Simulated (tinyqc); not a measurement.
## Via and link resistance from two via chains

Problem. A chain of 1000 vias joined by 1000 metal links has R = 1000 (Rv + Rlink), with Rlink proportional to the link length. Find Rv, Rlink for length L, and the value of Rv that the short chain would give if the links were ignored.

resistance of chains of 1000 links with link lengths L and 3 L (ohm): 28500  33500

Solution. R per link is a straight line in the link length; its intercept at zero length is Rv.

Rv = 26.0 ohm
Rlink = 2.50 ohm
Rv without correction = 28.5 ohm

Program tinyqc, `OMP_NUM_THREADS=1 python tinyqc.py 2750143 2750144 out.jsonl`; Intel Xeon 2.30GHz, shared host, one thread, about 0.01 s.
